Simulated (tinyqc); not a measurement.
Front-illuminated p-i-n photodiode, quantum efficiency and bandwidth: two steps of the calculation.

Light enters through a p layer (0 to xp), a depleted layer (xp to xp + wi) and a thick n substrate, decaying as exp(-al x); one pass, no back reflection. Carriers made in the depleted layer are all collected; those in the neutral layers diffuse.

Inputs (values chosen for the exercise); values close to those of silicon at this wavelength:
- lam = 532 nm (wavelength)
- al = 7760 1/cm (absorption coefficient)
- Rf = 0.1 (reflectance of the front face)
- eps_r = 11.6 (relative permittivity)
- xp = 0.32 um (thickness of the front p layer)
- wi = 3.8 um (thickness of the depleted layer)
- Dn = 12 cm^2/s (electron diffusion coefficient in the p layer)
- Ln = 3.8 um (electron diffusion length in the p layer)
- S = 2e5 cm/s (recombination velocity of the front surface)
- Lp = 4.4 um (hole diffusion length in the thick n substrate)
- ve = 9.93e6 cm/s (electron drift velocity)
- vh = 7e6 cm/s (hole drift velocity)
- dia = 140 um (diameter)
- RL = 50 ohm (load resistance)
- Cp = 70 fF (parasitic capacitance)
- f = 12 GHz (modulation frequency)

Constants: q = 1.602176634e-19 C, h = 6.62607015e-34 J s, c = 299792458 m/s, eps0 = 8.8541878128e-14 F/cm where lengths are in cm. Results are converted to the units shown.

Question 1. Quantum efficiency. k = al Ln, s = S Ln/Dn, e = exp(-al xp); front layer f1 = (k/(k^2 - 1)) {[s + k - e (s cosh(xp/Ln) + sinh(xp/Ln))]/[s sinh(xp/Ln) + cosh(xp/Ln)] - k e}; depleted layer f2 = e (1 - exp(-al wi)); substrate f3 = e exp(-al wi) al Lp/(1 + al Lp); external efficiency (1 - Rf)(f1 + f2 + f3); responsivity = efficiency q lam/(h c).

Give: s; f1; f2; f3; external efficiency; responsivity.

Answer 1.

s = 6.333
f1 = 0.1798
f2 = 0.7392
f3 = 0.03162
external efficiency = 0.8555
responsivity = 0.3671 A/W

The front layer absorbs 22.0 % of the light that enters and collects 81.7 % of that. Diffusion from the neutral layers makes up 22.2 % of the current.

Question 2. Response at one frequency. Drift response for pairs made in the depleted layer, a = al wi, g = 1 - exp(-a), u = 2 pi i f, te = wi/ve, th = wi/vh: electrons He = [g - a (exp(-a) - exp(-u te))/(u te - a)]/(u te g), holes Hh = [g - a (1 - exp(-a - u th))/(a + u th)]/(u th g); C = eps0 eps_r pi (dia/2)^2/wi + Cp; total |He + Hh|/sqrt(1 + (2 pi f RL C)^2), for the current of the depleted layer alone.

Wanted: te; th; He; Hh; |He + Hh|; C; total response.

Answer 2.

te = 38.268 ps
th = 54.286 ps
He = 0.23380-0.49078i
Hh = 0.12976-0.15876i
|He + Hh| = 0.74436
C = 486.07 fF
total response = 0.35657

The drift response alone falls to 1/sqrt(2) at 13.0 GHz and the RC term alone at 6.55 GHz; together they give 5.69 GHz.

Numbers from tinyqc (`OMP_NUM_THREADS=1 python tinyqc.py 2250035 2250036 out.jsonl`; about 0.01 s on one thread of a shared Intel Xeon 2.30GHz).
